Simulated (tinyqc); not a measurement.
From results back to parameters: six-band Luttinger-Kohn model with strain. Three cases, with inputs chosen for the exercise.

Problem. A layer on a (001) face has exx = eyy = e_par and ezz = -2 (C12/C11) e_par. Its valence edges are E(HH) = -P - Q and E(LH), E(SO) = -P + (Q - Dso +/- sqrt(Dso^2 + 2 Dso Q + 9 Q^2))/2 with P = -av tr(e), Q = -(b/2)(exx + eyy - 2 ezz), counted from the unstrained top.

Case 1.

Values chosen (near those of Si; shifted at random, so the results belong to these values and not to a real crystal): Dso = 0.043 eV (spin-orbit splitting); C11 = 171.3 GPa; C12 = 63 GPa; e_par = -0.0177 (in-plane strain of a (001) layer).

E(HH), E(LH), E(SO) (eV): 0.0155757  -0.0109245  -0.2027497

Case 2.

Values chosen (near those of Si; shifted at random, so the results belong to these values and not to a real crystal): Dso = 0.045 eV (spin-orbit splitting); C11 = 167.3 GPa; C12 = 64.8 GPa; e_par = 0.0114 (in-plane strain of a (001) layer).

E(HH), E(LH), E(SO) (eV): -0.0093019  0.1068401  -0.0423811

Case 3.

Values chosen (near those of Si; shifted at random, so the results belong to these values and not to a real crystal): Dso = 0.043 eV (spin-orbit splitting); C11 = 163.8 GPa; C12 = 64.9 GPa; e_par = 0.0088 (in-plane strain of a (001) layer).

E(HH), E(LH), E(SO) (eV): -0.0059266  0.0807809  -0.0381546

Find: ezz; P; Q; av; b.

Solution. The three edges add up to -3 P - Dso, which gives P; E(HH) then gives Q; av = -P/tr(e) and b = -Q/(e_par - ezz).

Case 1.

ezz = 0.013019
P = 0.05170 eV
Q = -0.06728 eV
av = 2.31 eV
b = -2.19 eV

Case 2.

ezz = -0.008831
P = -0.03339 eV
Q = 0.04269 eV
av = 2.39 eV
b = -2.11 eV

Case 3.

ezz = -0.006973
P = -0.02657 eV
Q = 0.03249 eV
av = 2.50 eV
b = -2.06 eV

Computed by tinyqc, one run a case: `OMP_NUM_THREADS=1 python tinyqc.py N N+1 out.jsonl` with N = 1050706, 1050709, 1050758; one thread of a shared Intel(R) Xeon(R) Processor @ 2.30GHz, about 0.08 s a run at most.
